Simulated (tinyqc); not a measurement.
## Cell-based percolation model of oxide breakdown: effect of the thickness

The oxide, of thickness n a, is cut into cubic cells. A cell is defective with the chance l = 1 - exp(-a^3 N), N = N1 (t/1 s)^al. A column of n defective cells breaks the oxide down, and the area holds M = A/a^2 independent columns: 1 - F = (1 - l^n)^M.

At F = 1 - 1/e: l_c = (1 - exp(-1/M))^(1/n), N_bd = -ln(1 - l_c)/a^3, t63 = (N_bd/N1)^(1/al). W = ln(-ln(1 - F)); for small l, W = ln M + n ln(a^3 N), so the Weibull slope is n al.

Parameters, values chosen for the exercise: edge of a cell a = 0.9 nm; area A = 3.9 um^2; exponent of defect growth al = 0.77; defect density after 1 s N1 = 8.8e17 cm^-3.

Result of one run:
```
n	l_c	N_bd (cm^-3)	t63 (s)	slope at t63
4	0.02135	2.960e19	96.14	3.047
```

What becomes of these results when the cells across the oxide n is changed from 4 to 6, all else the same?

Result of the changed run:
```
n	l_c	N_bd (cm^-3)	t63 (s)	slope at t63
6	0.07695	1.098e20	527.8	4.437
```

The whole series:
```
n	l_c	N_bd (cm^-3)	t63 (s)	slope at t63
1	2.077e-7	2.849e14	2.936e-5	0.7700
2	4.557e-4	6.253e17	0.6416	1.540
3	0.005922	8.148e18	18.00	2.303
4	0.02135	2.960e19	96.14	3.047
5	0.04608	6.471e19	265.5	3.760
6	0.07695	1.098e20	527.8	4.437
7	0.1110	1.614e20	870.0	5.079
8	0.1461	2.167e20	1275	5.686
9	0.1809	2.738e20	1728	6.261
```

N_bd rises from 2.85e14 to 2.74e20 cm^-3 and the slope rises from 0.770 to 6.26, against n al = 0.770 to 6.93. A thin oxide needs few defects in a row, so it breaks at a lower density and with a wider spread; at n = 1 one defect suffices.

Computed by the program tinyqc: `OMP_NUM_THREADS=1 python tinyqc.py 2070146 2070147 out.jsonl`, one thread of a shared Intel Xeon 2.30GHz, about 0.01 s for the whole run.
